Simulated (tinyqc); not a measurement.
From results back to parameters: image-charge renormalisation of a gap near a dielectric or metal. Three cases, with inputs chosen for the exercise.

Problem. A small molecule or defect in vacuum at height z above the image plane of a substrate has both its electron and hole levels stabilised by (e^2/4 pi eps0)(es - 1)/((es + 1) 4 z), so its gap shrinks by twice that. The reduced gap is given.

Constants: e^2/(4 pi eps0) = 14.39964547 eV angstrom.

Case 1.

Values chosen: E0 = 7.16 eV (quasiparticle gap far from the surface); es = 25 (dielectric constant of the substrate (1e4: a metal)).

gap near the surface = 6.38721 eV

Case 2.

Values chosen: E0 = 2.88 eV (quasiparticle gap far from the surface); es = 3.9 (dielectric constant of the substrate (1e4: a metal)).

gap near the surface = 1.88904 eV

Case 3.

Values chosen: E0 = 5.54 eV (quasiparticle gap far from the surface); es = 4.5 (dielectric constant of the substrate (1e4: a metal)).

gap near the surface = 5.00098 eV

Find: reduction; (es - 1)/(es + 1); z.

Solution. z = (e^2/4 pi eps0)(es - 1)/((es + 1) 2 x reduction). Local and hybrid functionals miss this shift, since it is a non-local correlation effect.

Case 1.

reduction = 0.7728 eV
(es - 1)/(es + 1) = 0.9231
z = 8.60 angstrom

Case 2.

reduction = 0.9910 eV
(es - 1)/(es + 1) = 0.5918
z = 4.30 angstrom

Case 3.

reduction = 0.5390 eV
(es - 1)/(es + 1) = 0.6364
z = 8.50 angstrom

Computed by tinyqc, one run a case: `OMP_NUM_THREADS=1 python tinyqc.py N N+1 out.jsonl` with N = 1881055, 1881072, 1881087; one thread of a shared Intel(R) Xeon(R) Processor @ 2.30GHz, about 0.02 s a run at most.
